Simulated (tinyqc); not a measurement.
Inside a calculation. Model: three-phonon processes in a diatomic chain: dispersion, energy and momentum conservation, and decay channels of optical phonons. Computed by tinyqc, a small Python program that keeps every step. Command: `OMP_NUM_THREADS=1 python tinyqc.py 3121453 3121454 out.jsonl threeph walk`. One thread of a shared host (Intel(R) Xeon(R) Processor @ 2.30GHz), about 0.04 s of CPU time with the checks. Intermediate numbers are printed to about 5 digits and carried at full precision; extremes and crossings named in words are read from the listed rows.

Cell length a, two atoms, one spring constant. x = q a/pi runs from -1 to 1; A and O are the acoustic and optical branches. Matrix elements are not computed: only conservation laws and occupation factors are followed.

Inputs (values chosen for the exercise, for a model chain):

| quantity | value | unit |
|---|---|---|
| light mass m | 12 | u |
| heavy mass M | 22.2 | u |
| spring constant k | 8.5 | eV/angstrom^2 |
| temperature T | 500 | K |
| wave number of the decaying phonon q a/pi | 0.31 | - |
| zero-temperature width Gamma_0 | 2.6 | 1/cm |

Constants: nu for 1 eV/(angstrom^2 u) = 15.6333042 THz; h x 1 THz = 4.135667696 meV; k_B = 8.617333262e-05 eV/K; c = 299792458 m/s.

## Band edges

omega^2 = k (1/m + 1/M) -/+ k sqrt((1/m + 1/M)^2 - 4 sin^2(pi x/2)/(m M)); nu = 15.6333042 THz x sqrt(omega^2) for eV/(angstrom^2 u). Acoustic top sqrt(2 k/M), optical bottom sqrt(2 k/m), optical top sqrt(2 k (1/m + 1/M)).

acoustic top = 13.680 THz

optical bottom = 18.607 THz

optical top = 23.095 THz

optical top over twice the acoustic top = 0.84410

optical bottom over twice the acoustic top = 0.68007

optical width over acoustic top = 0.32805

The zone-centre optical phonon can decay into two acoustic ones: this needs M/m <= 3.

## Dispersion

The formulas are those given above.

Branches:

| x | nu_A (THz) | nu_O (THz) |
|---|---|---|
| 0.10 | 1.729 | 23.030 |
| 0.20 | 3.445 | 22.837 |
| 0.35 | 5.961 | 22.313 |
| 0.50 | 8.361 | 21.529 |
| 0.65 | 10.570 | 20.535 |
| 0.80 | 12.443 | 19.457 |
| 0.90 | 13.332 | 18.859 |
| 1.00 | 13.680 | 18.607 |

## Decay of the zone-centre phonon

O(0) -> A(x) + A(-x) needs nu_A(x) = nu_O(0)/2, which gives sin^2(pi x/2) = (3/16)(m + M)^2/(m M). Full width at half maximum Gamma = Gamma_0 (1 + 2 n), n = 1/(exp(h nu_A/(k_B T)) - 1); lifetime = 1/(2 pi c Gamma).

x of the products = 0.72375

their frequency = 11.548 THz

occupation n = 0.49274

width Gamma = 5.1622 1/cm

lifetime = 1.0284 ps

## All channels at the given wave number

Processes for O(x): decay O -> A + A and O -> O + A with x = x' + x'' (mod 2), and absorption O + A -> O with x + x' = x'' (mod 2). Roots of the energy mismatch in x' are bracketed on 4001 points from -1 to 1 and refined. A process is umklapp (U) if the sum of wave numbers leaves (-1, 1]. Weight = occupation factor/|d mismatch/dx'|, the factor being 1 + n' + n'' for decay and n' - n'' for absorption. Pairs that differ only by exchanging two acoustic products count once, and the trivial root x' = 0 is left out.

nu_O(x) = 22.479 THz

Channels:

| process | x' | x'' | nu' (THz) | nu'' (THz) | type | weight (1/THz) |
|---|---|---|---|---|---|---|
| O -> A + A | -0.56420 | 0.87420 | 9.3354 | 13.144 | N | 0.091402 |

1 channel(s) are open, 0 of them umklapp.

## Phase space against the mass ratio

Total weight summed over channels and averaged over x = 0.05, 0.15, ..., 0.95, with m and k fixed; share of those x with an open channel.

Optical phonons:

| M/m | weight, A + A (1/THz) | weight, with O (1/THz) | share open |
|---|---|---|---|
| 1.1 | 0.13294 | 0 | 1.0 |
| 1.5 | 0.29285 | 0 | 1.0 |
| 2.0 | 0.17116 | 0 | 0.8 |
| 2.5 | 0.09771 | 0 | 0.5 |
| 2.9 | 0.07553 | 0 | 0.2 |
| 3.3 | 0.00000 | 0 | 0.0 |
| 3.7 | 0.00000 | 0 | 0.0 |
| 4.2 | 0.00000 | 0 | 0.0 |
| 6.0 | 0.00000 | 0 | 0.0 |

The A + A channel closes between M/m = 2.9 and 3.3 on this grid: energy conservation alone would allow it up to M/m = 4, where the optical bottom passes twice the acoustic top, but momentum must be conserved too. No channel with a second optical phonon opens at any ratio. A large gap that shuts such channels is one reason why crystals with very unequal masses can conduct heat well.

Checks made by the program: band edges against the dispersion (relative difference below 1e-10); frequency of the products (relative difference below 1e-10).
